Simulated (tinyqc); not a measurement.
Inside a calculation: interband optics of a two-band s-p chain from momentum matrix elements. Values are carried at full precision from step to step, so a last printed digit may differ when a step is redone from the rounded ones.

H(k) = [[Es - 2 ts cos ka, 2i V sin ka], [-2i V sin ka, Ep_ + 2 tp cos ka]] in the basis s, p; the lower band is full, with two electrons a cell. The velocity operator times hbar is W = dH/dk (eV angstrom); intra-atomic dipoles are left out.

Constants: hbar^2/2m0 = 3.80998211 eV angstrom^2; e^2/(4 pi eps0) = 14.39964547 eV angstrom.

Parameters, chosen for this exercise: a = 4.31 angstrom (period); Es = 3.27 eV (upper orbital (s)); Ep_ = -2.39 eV (lower orbital (p)); ts = 0.53 eV (s-s hopping); tp = 0.61 eV (p-p hopping); V = 1.66 eV (s-p hopping); k = 0.35 2 pi/a (wave vector); N = 10 (k points); Ar = 10.4 angstrom^2 (cross-section per chain); eta = 0.15 eV (Lorentzian half width); E = 7.82 eV (photon energy).

## Hamiltonian and velocity at one k

Form H and W = dH/dk.

H (eV):
```
          s        p
s    3.8931  2.6859i
p  -2.6859i  -3.1071
```

W (eV angstrom):
```
         s         p
s   3.6961  -8.4107i
p  8.4107i   -4.2540
```

## Matrix element between the bands

Diagonalise H, transform W, and form w = |W_cv|^2, the Kane-type energy w/c and the oscillator strength f = w/(c D), c = hbar^2/2m0, D = Ec - Ev.

Ev, Ec (eV): -4.0189  4.8049

weights:
```
        v       c
s  0.1033  0.8967
p  0.8967  0.1033
```

slopes dEv/dk, dEc/dk (eV angstrom): 1.688  -2.246

w = 82.673 eV^2 angstrom^2
w/c = 21.699 eV
f = 2.459

## Transitions on the mesh

At each k_j = (j + 1/2)/N (2 pi/a) up to the zone edge give D = Ec - Ev, w = |<c|W|v>|^2 and f = w/(c D), c = hbar^2/2m0; the other half of the zone repeats the values.

Transitions:
```
k (2 pi/a)  D (eV)  w (eV^2 angstrom^2)      f
0.0500      4.0499              120.201  7.790
0.1500      6.8933                4.722  0.180
0.2500      8.7250               13.982  0.421
0.3500      8.8238               82.673  2.459
0.4500      8.0928              183.579  5.954
```

D runs from 4.050 to 8.824 eV on the mesh; f is largest at k = 0.0500.

## Dielectric function from the table

With w(k) = |<c|W|v>|^2 and D(k) = Ec - Ev, on the mesh k_j = (j + 1/2)/N (2 pi/a): eps(E) = 1 + (8 pi e2/(a Ar)) mean_j (w/D^2) [1/(D - E - i eta) + 1/(D + E + i eta)], e2 = e^2/(4 pi eps0); light polarised along the chains, no local fields.

Take the mean over the rows. Also eps(0) at eta = 0, and the effective electrons per cell n_eff = 2 mean(f).

eps(E) = 13.839+7.441i
eps(0) = 8.466
n_eff = 6.721

On a mesh of 2000 points the values are 13.320+9.713i, 10.116 and 7.055. n_eff need not equal the 2 electrons of the cell: a two-orbital basis with chosen hoppings does not obey the sum rule of free electrons. E lies within, or within 2 eta of, the range of transitions of the band (3.38 to 8.97 eV); their spacing on this mesh (up to 2.84 eV) exceeds eta, so eps(E) depends on where the few mesh points fall.

## Checks

- Curvature of the lower band against <v|d2H/dk2|v> - 2 w/D (eV angstrom^2): both 22.39.
- Zone mean of 2 w/D against the zone mean of <v|d2H/dk2|v>, the f-sum rule of a full band (eV angstrom^2): both 26.881.

Run: tinyqc, `OMP_NUM_THREADS=1 python tinyqc.py 1651619 1651620 out.jsonl`; Intel(R) Xeon(R) Processor @ 2.30GHz, one thread, shared host; about 0.01 s of CPU time with all checks.
